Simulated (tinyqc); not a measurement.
Inside a calculation. Method: one-electron ion in a basis of Gaussians. Computed by tinyqc, a small Python program that keeps every step. Settings: Z = 1, l = 0. Command: `OMP_NUM_THREADS=1 python tinyqc.py 20975 20976 out.jsonl` (the two numbers bound the seeds that draw the settings). One thread of a shared host (Intel(R) Xeon(R) Processor @ 2.60GHz), about 0.01 s of CPU time with the checks.

## Matrices over normalised Gaussians

exponents of r^l exp(-a r^2) (1/bohr^2): 0.133800  0.181200  0.245400  0.332300  0.449900

Z = 1

l = 0

With p = a_i + a_j and I(k) = Gamma((k+1)/2) / (2 p^((k+1)/2)): S = I(2l+2), T = (2l+3) a_i a_j S / p, V = -Z I(2l+1), each divided by sqrt(S_ii S_jj).

S, lower triangle:
```
          1         2         3         4         5
1  1.000000
2  0.982969  1.000000
3  0.934309  0.982966  1.000000
4  0.860629  0.934331  0.982981  1.000000
5  0.770796  0.860703  0.934393  0.982999  1.000000
```

T (hartree), lower triangle:
```
          1         2         3         4         5
1  0.200700
2  0.226968  0.271800
3  0.242702  0.307377  0.368100
4  0.246289  0.328678  0.416264  0.498450
5  0.238475  0.333542  0.445112  0.563641  0.674850
```

V (hartree), lower triangle:
```
           1          2          3          4          5
1  -0.583711
2  -0.622516  -0.679281
3  -0.649202  -0.724442  -0.790510
4  -0.662996  -0.755485  -0.843046  -0.919889
5  -0.664492  -0.771538  -0.879166  -0.980995  -1.070356
```

## Generalised eigenproblem

H = T + V (hartree), lower triangle:
```
           1          2          3          4          5
1  -0.383011
2  -0.395547  -0.407481
3  -0.406499  -0.417065  -0.422410
4  -0.416707  -0.426808  -0.426782  -0.421439
5  -0.426016  -0.437996  -0.434054  -0.417354  -0.395506
```

Solve H C = S C e through S^(-1/2); each column has its largest component positive (the first on a tie).

eigenvalues of S: 0.000005  0.000305  0.011263  0.294568  4.693859

eigenvalues (hartree): -0.477465  -0.046042  0.387454  1.257667  2.464274

coefficients:
```
            1           2            3            4            5
1    4.198595  -17.771938    35.207236    34.729478    36.444902
2  -12.911648   40.756414  -106.802806  -121.961564  -151.987909
3   19.113447  -36.785205   124.148770   159.232749   251.981801
4  -14.160748   15.585585   -69.048659   -88.410906  -195.682368
5    4.875433   -2.033744    16.814955    16.294808    59.544741
```

For Z = 1 and l = 0 the exact lowest level is -Z^2/(2 n^2) with n = l + 1: -0.500000 hartree. The basis is nearly linearly dependent, so rounded matrices do not reproduce these digits.
